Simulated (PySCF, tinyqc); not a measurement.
RHF in the sto-3g basis, for BeH+, spin multiplicity 1, step by step. The lowest restricted solution is unstable here: a spin-polarised one lies 0.0244 hartree lower (PySCF). One step of it, computed by the program tinyqc.

Task: Iteration 1: building the Fock matrix. J_ij = sum D_kl (ij|kl), K_ij = sum D_kl (ik|jl); F = H + J - 0.5 K; E = tr D H + tr D J / 2 - 0.25 tr D K + E_nn.

D at the start, order 1Be 1s, 1Be 2s, 1Be 2px, 1Be 2py, 1Be 2pz, 2H 1s:
```
[[1.976162, 0.005530, 0.000000, 0.000000, -0.151707, -0.121278],
 [0.005530, 0.275694, 0.000000, 0.000000, 0.479837, 0.328635],
 [0.000000, 0.000000, 0.000000, 0.000000, 0.000000, 0.000000],
 [0.000000, 0.000000, 0.000000, 0.000000, 0.000000, 0.000000],
 [-0.151707, 0.479837, 0.000000, 0.000000, 0.848311, 0.582418],
 [-0.121278, 0.328635, 0.000000, 0.000000, 0.582418, 0.400016]]
```

core Hamiltonian H = T + V (hartree), order 1Be 1s, 1Be 2s, 1Be 2px, 1Be 2py, 1Be 2pz, 2H 1s:
```
[[-8.127924, -1.999942, 0.000000, 0.000000, -0.007851, -0.117413],
 [-1.999942, -2.360899, 0.000000, 0.000000, -0.081491, -0.480675],
 [0.000000, 0.000000, -1.874990, 0.000000, 0.000000, 0.000000],
 [0.000000, 0.000000, 0.000000, -1.874990, 0.000000, 0.000000],
 [-0.007851, -0.081491, 0.000000, 0.000000, -1.928072, -0.598277],
 [-0.117413, -0.480675, 0.000000, 0.000000, -0.598277, -1.509474]]
```

Two-electron integrals (ij|kl) in chemists' order, unique and non-zero (hartree):
```
(11|11) 2.298831   (21|11) 0.392036   (21|21) 0.079539   (22|11) 0.570988
(22|21) 0.143041   (22|22) 0.417683   (31|31) 0.014607   (32|31) 0.021888
(32|32) 0.092265   (33|11) 0.569578   (33|21) 0.143083   (33|22) 0.417589
(33|33) 0.449859   (41|41) 0.014607   (42|41) 0.021888   (42|42) 0.092265
(43|43) 0.024249   (44|11) 0.569578   (44|21) 0.143083   (44|22) 0.417589
(44|33) 0.401360   (44|44) 0.449859   (51|51) 0.014607   (52|51) 0.021888
(52|52) 0.092265   (53|53) 0.024249   (54|54) 0.024249   (55|11) 0.569578
(55|21) 0.143083   (55|22) 0.417589   (55|33) 0.401360   (55|44) 0.401360
(55|55) 0.449859   (61|11) 0.022169   (61|21) 0.004503   (61|22) 0.008197
(61|33) 0.008144   (61|44) 0.008144   (61|51) 0.000430   (61|52) 0.000808
(61|55) 0.008309   (61|61) 0.000269   (62|11) 0.085060   (62|21) 0.021787
(62|22) 0.073828   (62|33) 0.070733   (62|44) 0.070733   (62|51) 0.002751
(62|52) 0.019824   (62|55) 0.079939   (62|61) 0.001375   (62|62) 0.024238
(63|31) 0.001521   (63|32) 0.008077   (63|53) 0.003035   (63|63) 0.001616
(64|41) 0.001521   (64|42) 0.008077   (64|54) 0.003035   (64|64) 0.001616
(65|11) 0.104931   (65|21) 0.027093   (65|22) 0.095232   (65|33) 0.089915
(65|44) 0.089915   (65|51) 0.004267   (65|52) 0.030180   (65|55) 0.105753
(65|61) 0.001751   (65|62) 0.034589   (65|65) 0.049989   (66|11) 0.260697
(66|21) 0.067634   (66|22) 0.255872   (66|33) 0.240393   (66|44) 0.240393
(66|51) 0.007795   (66|52) 0.076874   (66|55) 0.286403   (66|61) 0.004261
(66|62) 0.117551   (66|65) 0.174633   (66|66) 0.774606
```

nuclear repulsion = 1.04322762 hartree

Give: Coulomb J; exchange K; Fock matrix F; total energy of this density.

Result:

Coulomb J (hartree), order 1Be 1s, 1Be 2s, 1Be 2px, 1Be 2py, 1Be 2pz, 2H 1s:
```
[[5.4648, 1.0083, 0.0000, 0.0000, 0.0264, 0.0584],
 [1.0083, 1.8592, 0.0000, 0.0000, 0.1606, 0.3776],
 [0.0000, 0.0000, 1.8282, 0.0000, 0.0000, 0.0000],
 [0.0000, 0.0000, 0.0000, 1.8282, 0.0000, 0.0000],
 [0.0264, 0.1606, 0.0000, 0.0000, 1.9122, 0.5017],
 [0.0584, 0.3776, 0.0000, 0.0000, 0.5017, 1.4903]]
```

exchange K (hartree), order 1Be 1s, 1Be 2s, 1Be 2px, 1Be 2py, 1Be 2pz, 2H 1s:
```
[[4.5797, 0.8379, 0.0000, 0.0000, -0.0050, 0.0506],
 [0.8379, 0.4282, 0.0000, 0.0000, 0.3318, 0.3016],
 [0.0000, 0.0000, 0.0842, 0.0000, 0.0000, 0.0000],
 [0.0000, 0.0000, 0.0000, 0.0842, 0.0000, 0.0000],
 [-0.0050, 0.3318, 0.0000, 0.0000, 0.5981, 0.4482],
 [0.0506, 0.3016, 0.0000, 0.0000, 0.4482, 0.6718]]
```

Fock matrix F (hartree), order 1Be 1s, 1Be 2s, 1Be 2px, 1Be 2py, 1Be 2pz, 2H 1s:
```
[[-4.9529, -1.4107, 0.0000, 0.0000, 0.0210, -0.0843],
 [-1.4107, -0.7158, 0.0000, 0.0000, -0.0867, -0.2539],
 [0.0000, 0.0000, -0.0889, 0.0000, 0.0000, 0.0000],
 [0.0000, 0.0000, 0.0000, -0.0889, 0.0000, 0.0000],
 [0.0210, -0.0867, 0.0000, 0.0000, -0.3150, -0.3207],
 [-0.0843, -0.2539, 0.0000, 0.0000, -0.3207, -0.3550]]
```

total energy of this density = -14.483915 hartree
